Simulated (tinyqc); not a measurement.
Spectral response: phonon-assisted absorption at an indirect gap.

alpha(E) = sum_j A_j [N_j (E - Eg + w_j)^2 + (N_j + 1)(E - Eg - w_j)^2], each bracket counted only where its base is positive; N_j = 1/(exp(w_j/kB T) - 1). The first term absorbs a phonon and the second emits one; excitons and direct transitions are left out.

Photodiode (Gaertner form with a dead layer): QE = (1 - R) exp(-alpha xj) [1 - exp(-alpha W)/(1 + alpha L)], R = ((nr - 1)/(nr + 1))^2; responsivity = QE/E in A/W for E in eV.

Constants: kB = 8.617333262e-05 eV/K.

Values chosen for the exercise (loosely those of Si at room temperature; Eg is not tied to T; shifted at random, so the results belong to these values and not to a real crystal): Eg = 1.138 eV (indirect gap, held fixed unless listed); w = (59, 18.1) meV (two zone-edge phonons); A = (2600, 700) 1/(cm eV^2) (their strengths); T = 300 K; nr = 3.61 (refractive index); xj = 0.36 micrometre (dead layer at the surface); W = 7.9 micrometre (depleted width); L = 19 micrometre (minority diffusion length below it).

Response:

| E (eV) | wavelength (nm) | alpha (1/cm) | 1/alpha (micrometre) | dead layer | collected | QE | A/W |
|---|---|---|---|---|---|---|---|
| 1.16 | 1069 | 3.07 | 3.26e+03 | 1.000 | 0.008 | 0.006 | 0.005 |
| 1.20 | 1033 | 11.5 | 873 | 1.000 | 0.030 | 0.020 | 0.017 |
| 1.26 | 984 | 49.7 | 201 | 0.998 | 0.122 | 0.082 | 0.065 |
| 1.34 | 925 | 160 | 62.6 | 0.994 | 0.324 | 0.219 | 0.163 |
| 1.44 | 861 | 392 | 25.5 | 0.986 | 0.580 | 0.388 | 0.270 |
| 1.59 | 780 | 939 | 10.7 | 0.967 | 0.829 | 0.544 | 0.342 |
| 1.79 | 693 | 2.04e+03 | 4.91 | 0.929 | 0.959 | 0.605 | 0.338 |
| 2.04 | 608 | 4.00e+03 | 2.50 | 0.866 | 0.995 | 0.585 | 0.287 |
| 2.34 | 530 | 7.23e+03 | 1.38 | 0.771 | 1.000 | 0.524 | 0.224 |
| 2.74 | 452 | 1.30e+04 | 0.769 | 0.626 | 1.000 | 0.425 | 0.155 |

What can be read from this table?

QE is highest, 0.605, at 1.79 eV of those listed and the responsivity at 1.59 eV; reflection alone caps QE at 0.679. Near the gap weak absorption limits it (collected share 0.008); at the top the dead layer passes 0.626. Far above the gap the quadratic law and a constant index are only rough.

Run: tinyqc, `OMP_NUM_THREADS=1 python tinyqc.py 1681554 1681555 out.jsonl`; Intel(R) Xeon(R) Processor @ 2.30GHz, one thread, shared host; about 0.01 s of CPU time with all checks.
